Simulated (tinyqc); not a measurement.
Worked calculation: Pariser-Parr-Pople SCF with singles CI, for the molecule C=CC=CC=CC=C (SMILES; centres numbered as the heavy atoms are written). One step of it, computed by the program tinyqc.

Task: PPP integrals. Mataga-Nishimoto: gamma = 14.399645/(R + a), a = 2 x 14.399645/(gamma_rr + gamma_ss); H_rr = -W_r - sum_(s != r) z_s gamma_rs; H_rs = beta for bonds.

Centres (angstrom, eV; a flat drawing with bonds scaled to 1.40 angstrom):
```
centre          x          y  core charge z          W   gamma_rr
1C      -4.252000  -0.231000              1  11.160000  11.130000
2C      -3.020000   0.434000              1  11.160000  11.130000
3C      -1.828000  -0.299000              1  11.160000  11.130000
4C      -0.596000   0.367000              1  11.160000  11.130000
5C       0.596000  -0.367000              1  11.160000  11.130000
6C       1.828000   0.299000              1  11.160000  11.130000
7C       3.020000  -0.434000              1  11.160000  11.130000
8C       4.252000   0.231000              1  11.160000  11.130000
```

Resonance integrals (eV):
```
i  j       beta
1  2  -2.320000
2  3  -2.320000
3  4  -2.320000
4  5  -2.320000
5  6  -2.320000
6  7  -2.320000
7  8  -2.320000
```

Give: repulsion gamma_rs; core matrix H.

Result:

repulsion gamma_rs (eV), order 1C, 2C, 3C, 4C, 5C, 6C, 7C, 8C:
$$\begin{pmatrix}
11.130 & 5.346 & 3.872 & 2.881 & 2.344 & 1.947 & 1.681 & 1.468 \\
5.346 & 11.130 & 5.347 & 3.872 & 2.881 & 2.344 & 1.947 & 1.681 \\
3.872 & 5.347 & 11.130 & 5.345 & 3.872 & 2.881 & 2.344 & 1.947 \\
2.881 & 3.872 & 5.345 & 11.130 & 5.346 & 3.872 & 2.881 & 2.344 \\
2.344 & 2.881 & 3.872 & 5.346 & 11.130 & 5.345 & 3.872 & 2.881 \\
1.947 & 2.344 & 2.881 & 3.872 & 5.345 & 11.130 & 5.347 & 3.872 \\
1.681 & 1.947 & 2.344 & 2.881 & 3.872 & 5.347 & 11.130 & 5.346 \\
1.468 & 1.681 & 1.947 & 2.344 & 2.881 & 3.872 & 5.346 & 11.130
\end{pmatrix}$$

core matrix H (eV), order 1C, 2C, 3C, 4C, 5C, 6C, 7C, 8C:
$$\begin{pmatrix}
-30.697 & -2.320 & 0.000 & 0.000 & 0.000 & 0.000 & 0.000 & 0.000 \\
-2.320 & -34.577 & -2.320 & 0.000 & 0.000 & 0.000 & 0.000 & 0.000 \\
0.000 & -2.320 & -36.767 & -2.320 & 0.000 & 0.000 & 0.000 & 0.000 \\
0.000 & 0.000 & -2.320 & -37.701 & -2.320 & 0.000 & 0.000 & 0.000 \\
0.000 & 0.000 & 0.000 & -2.320 & -37.701 & -2.320 & 0.000 & 0.000 \\
0.000 & 0.000 & 0.000 & 0.000 & -2.320 & -36.767 & -2.320 & 0.000 \\
0.000 & 0.000 & 0.000 & 0.000 & 0.000 & -2.320 & -34.577 & -2.320 \\
0.000 & 0.000 & 0.000 & 0.000 & 0.000 & 0.000 & -2.320 & -30.697
\end{pmatrix}$$
